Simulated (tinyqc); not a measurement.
Valley-orbit splitting of a donor ground state, with strain: one step, computed by the program tinyqc. Command: `OMP_NUM_THREADS=1 python tinyqc.py 3000221 3000222 out.jsonl valleyorbit walk`. One thread of a shared host (Intel(R) Xeon(R) Processor @ 2.30GHz), about 0.01 s of CPU time with the checks.

The basis is the 1s envelope in each valley; energies are counted from the unstrained conduction-band edge. The strain is e_s (a a^T - 1/3) for the unit stress axis a, so valley j along n_j moves by Xi_u e_s w_j with w_j = (n_j.a)^2 - 1/3: +2/3 for [111], -2/9 for the others.

Question. Populations and ionisation. H_jj = -(E_0 + Lambda) + Xi_u e_s w_j; H_jk = -Delta_1 between any two valleys. z = sum over levels of exp(-(E - E_ground)/k_B T), the ground-state share being 1/z; N_c = 2 (2 pi m_e k_B T/h^2)^(3/2) sum_j exp(-(shift_j - lowest shift)/k_B T); n1 = N_c/(2 z) exp(-binding/k_B T), binding = lowest shift - E_ground; without compensation n = 2 N_D/(1 + sqrt(1 + 4 N_D/n1)) (Boltzmann statistics; p and higher states left out).

Inputs (values chosen for the exercise, modelled on donors in germanium):
```
quantity                                    value   unit
single-valley binding energy E_0             9.54    meV
central-cell shift Lambda                    0.72    meV
coupling Delta_1                              0.5    meV
shear deformation potential Xi_u             16.4     eV
shear strain e_s                           0.0011      -
temperature T                                  30      K
donor density N_D                         1.2e+15  cm^-3
density-of-states mass of one valley m_e    0.215    m_0
```

Valleys: four along <111>. Stress axis: [111].

Constants: k_B = 8.617333262e-05 eV/K; m_0 = 9.1093837015e-31 kg; k_B = 1.380649e-23 J/K; h = 6.62607015e-34 J s.

Give: partition sum z; share of neutral donors in the ground state; N_c; n1; free electrons n.

Answer.

partition sum z = 2.1020

share of neutral donors in the ground state = 0.47573

N_c = 2.3749e+17 cm^-3

n1 = 7.1286e+14 cm^-3

free electrons n = 6.3477e+14 cm^-3
